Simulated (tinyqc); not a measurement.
From results back to parameters: band offset of a heterojunction with an interface dipole (two-band chains, self-consistent charge). Four cases, with inputs chosen for the exercise.

Problem. D0 is the offset of the mid-gaps without dipole, chi the charge moved per eV of offset and u the potential step per electron moved. In linear response the valence offset is S D0 - (G2 - G1)/2 with S = 1/(1 + u chi/2). Two interfaces between the same crystals differ in D0 by a known amount, as from a layer of fixed dipoles; their offsets come from hidden S and D0.

Case 1.

Values chosen (out of a larger set: gaps near those of GaN and AlN; the chains and D0 are free models, so the offsets are not those of the real pair; not measured data): G1 = 3.34 eV (gap on the left); G2 = 5.88 eV (gap on the right).

chi = 0.09666 1/eV

valence offsets (eV): first -1.79536, second -0.97548

D0(second) - D0(first) = 1.03 eV

Case 2.

Values chosen (out of a larger set: gaps near those of SiC and SiO2; the chains and D0 are free models, so the offsets are not those of the real pair; not measured data): G1 = 3.29 eV (gap on the left); G2 = 8.61 eV (gap on the right).

chi = 0.05373 1/eV

valence offsets (eV): first -3.08044, second -1.95622

D0(second) - D0(first) = 1.23 eV

Case 3.

Values chosen (out of a larger set: gaps near those of GaAs and AlAs; the chains and D0 are free models, so the offsets are not those of the real pair; not measured data): G1 = 1.39 eV (gap on the left); G2 = 2.29 eV (gap on the right).

chi = 0.29164 1/eV

valence offsets (eV): first -0.51412, second -0.19810

D0(second) - D0(first) = 0.69 eV

Case 4.

Values chosen (out of a larger set: gaps near those of Si and SiO2; the chains and D0 are free models, so the offsets are not those of the real pair; not measured data): G1 = 1.08 eV (gap on the left); G2 = 9.13 eV (gap on the right).

chi = 0.07499 1/eV

valence offsets (eV): first -4.46852, second -3.48644

D0(second) - D0(first) = 1.24 eV

Find: S; D0 of the first; u.

Solution. S is the change of the offset over the change of D0; then D0 = (offset + (G2 - G1)/2)/S and u = 2 (1/S - 1)/chi.

Case 1.

S = 0.796
D0 of the first = -0.66 eV
u = 5.3 eV

Case 2.

S = 0.914
D0 of the first = -0.46 eV
u = 3.5 eV

Case 3.

S = 0.458
D0 of the first = -0.14 eV
u = 8.1 eV

Case 4.

S = 0.792
D0 of the first = -0.56 eV
u = 7.0 eV

Computed by tinyqc, one run a case: `OMP_NUM_THREADS=1 python tinyqc.py N N+1 out.jsonl` with N = 1482751, 1482755, 1482785, 1482841; one thread of a shared Intel(R) Xeon(R) Processor @ 2.30GHz, about 0.4 s a run at most.
